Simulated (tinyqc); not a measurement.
Inside a calculation. Method: Hueckel theory of the pi electrons, for the molecule C=Cc1cccnc1C=C (SMILES; centres numbered as the heavy atoms are written). Computed by tinyqc, a small Python program that keeps every step. Settings: charge = 0. Command: `OMP_NUM_THREADS=1 python tinyqc.py 25021 25022 out.jsonl` (the two numbers bound the seeds that draw the settings). One thread of a shared host (Intel(R) Xeon(R) Processor @ 2.60GHz), about 0.01 s of CPU time with the checks.

## The Hueckel matrix

Centres:
```
centre  z_r, pi electrons of the neutral centre         h
1C                                            1  0.000000
2C                                            1  0.000000
3C                                            1  0.000000
4C                                            1  0.000000
5C                                            1  0.000000
6C                                            1  0.000000
7N                                            1  0.530000
8C                                            1  0.000000
9C                                            1  0.000000
10C                                           1  0.000000
```

Bonds:
```
i   j  k
1   2  1
2   3  1
3   4  1
4   5  1
5   6  1
6   7  1
7   8  1
8   9  1
9  10  1
8   3  1
```

H_rr = alpha + h_r beta, H_rs = k_rs beta for bonded centres.

Hueckel matrix in units of beta (H = alpha + beta A), order 1C, 2C, 3C, 4C, 5C, 6C, 7N, 8C, 9C, 10C:
```
[[0.000000, 1.000000, 0.000000, 0.000000, 0.000000, 0.000000, 0.000000, 0.000000, 0.000000, 0.000000],
 [1.000000, 0.000000, 1.000000, 0.000000, 0.000000, 0.000000, 0.000000, 0.000000, 0.000000, 0.000000],
 [0.000000, 1.000000, 0.000000, 1.000000, 0.000000, 0.000000, 0.000000, 1.000000, 0.000000, 0.000000],
 [0.000000, 0.000000, 1.000000, 0.000000, 1.000000, 0.000000, 0.000000, 0.000000, 0.000000, 0.000000],
 [0.000000, 0.000000, 0.000000, 1.000000, 0.000000, 1.000000, 0.000000, 0.000000, 0.000000, 0.000000],
 [0.000000, 0.000000, 0.000000, 0.000000, 1.000000, 0.000000, 1.000000, 0.000000, 0.000000, 0.000000],
 [0.000000, 0.000000, 0.000000, 0.000000, 0.000000, 1.000000, 0.530000, 1.000000, 0.000000, 0.000000],
 [0.000000, 0.000000, 1.000000, 0.000000, 0.000000, 0.000000, 1.000000, 0.000000, 1.000000, 0.000000],
 [0.000000, 0.000000, 0.000000, 0.000000, 0.000000, 0.000000, 0.000000, 1.000000, 0.000000, 1.000000],
 [0.000000, 0.000000, 0.000000, 0.000000, 0.000000, 0.000000, 0.000000, 0.000000, 1.000000, 0.000000]]
```

## Orbitals

pi electrons, sum of z_r less the charge = 10

Diagonalise; E = alpha + x beta with beta < 0, so the largest x are filled first; degenerate levels share their electrons. P = sum n_i c_ri c_si; each orbital has its largest coefficient positive (the first on a tie).

x values: [2.324758, 1.508901, 1.414214, 0.919105, 0.560040, -0.541677, -0.686008, -1.354616, -1.414214, -2.200503]

occupations: [2.000000, 2.000000, 2.000000, 2.000000, 2.000000, 0.000000, 0.000000, 0.000000, 0.000000, 0.000000]

coefficients, order 1C, 2C, 3C, 4C, 5C, 6C, 7N, 8C, 9C, 10C:
```
[[0.098962, 0.340762, 0.000000, 0.350365, 0.501441, -0.419423, 0.381555, -0.401096, 0.000000, 0.132330],
 [0.230063, 0.514177, 0.000000, 0.322022, 0.280827, 0.227192, -0.261749, 0.543331, 0.000000, -0.291194],
 [0.435878, 0.435079, 0.000000, -0.054393, -0.344166, 0.296359, -0.201993, -0.334909, 0.000000, 0.508442],
 [0.297727, 0.224205, 0.353553, -0.429507, -0.165099, -0.003882, 0.519414, 0.063641, -0.353553, -0.354260],
 [0.256265, -0.096777, 0.500000, -0.340369, 0.251704, -0.294256, -0.154329, 0.248700, 0.500000, 0.271109],
 [0.298028, -0.370231, 0.353553, 0.116672, 0.306063, 0.163274, -0.413543, -0.400534, -0.353553, -0.242317],
 [0.436577, -0.461865, 0.000000, 0.447603, -0.080297, 0.205814, 0.438023, 0.293870, 0.000000, 0.262109],
 [0.485522, -0.081889, -0.353553, 0.057492, -0.308475, -0.383840, -0.119096, -0.153299, 0.353553, -0.473374],
 [0.256265, -0.096777, -0.500000, -0.340369, 0.251704, -0.294256, -0.154329, 0.248700, -0.500000, 0.271109],
 [0.110233, -0.064137, -0.353553, -0.370327, 0.449440, 0.543232, 0.224968, -0.183594, 0.353553, -0.123203]]
```

charge and bond-order matrix P, order 1C, 2C, 3C, 4C, 5C, 6C, 7N, 8C, 9C, 10C:
```
[[1.000222, 0.903246, -0.000485, -0.254815, -0.001312, 0.195366, 0.004758, -0.228791, -0.001312, 0.169342],
 [0.903246, 0.999737, 0.419640, -0.001797, -0.059449, 0.003446, -0.030903, 0.002961, -0.059449, -0.001312],
 [-0.000485, 0.419640, 1.001386, 0.615006, 0.002961, -0.285718, -0.014730, 0.558079, 0.002961, -0.228791],
 [-0.254815, -0.001797, 0.615006, 0.951286, 0.672022, 0.060162, -0.305127, 0.054857, -0.035085, -0.043409],
 [-0.001312, -0.059449, 0.002961, 0.672022, 1.008488, 0.652613, -0.031968, -0.283285, 0.008488, 0.193706],
 [0.195366, 0.003446, -0.285718, 0.060162, 0.652613, 0.916357, 0.657512, -0.075377, -0.054494, 0.051896],
 [0.004758, -0.030903, -0.014730, -0.305127, -0.031968, 0.657512, 1.221430, 0.600585, -0.031968, -0.248200],
 [-0.228791, 0.002961, 0.558079, 0.054857, -0.283285, -0.075377, 0.600585, 0.931799, 0.423822, 0.047682],
 [-0.001312, -0.059449, 0.002961, -0.035085, 0.008488, -0.054494, -0.031968, 0.423822, 1.008488, 0.900813],
 [0.169342, -0.001312, -0.228791, -0.043409, 0.193706, 0.051896, -0.248200, 0.047682, 0.900813, 0.960806]]
```

## Energy, charges, bond orders

E = sum n x; q_r = z_r - P_rr; bond order p = P_rs; free valence = sqrt(3) - sum of p over the bonds of the atom.

pi energy = 10 alpha + this times beta = 13.454035

pi charges: [-0.000222, 0.000263, -0.001386, 0.048714, -0.008488, 0.083643, -0.221430, 0.068201, -0.008488, 0.039194]

Bond orders and lengths from R = 1.517 - 0.180 p (angstrom, C-C alone):
```
bond         p         R
1-2   0.903246  1.354416
2-3   0.419640  1.441465
3-4   0.615006  1.406299
4-5   0.672022  1.396036
5-6   0.652613  1.399530
6-7   0.657512         -
7-8   0.600585         -
8-9   0.423822  1.440712
9-10  0.900813  1.354854
8-3   0.558079  1.416546
```

free valence of the carbons: [0.828805, 0.409165, 0.139325, 0.445022, 0.407416, 0.421926, 0.149565, 0.407416, 0.831238]

gap between the highest filled and the next level = 1.101717 |beta|
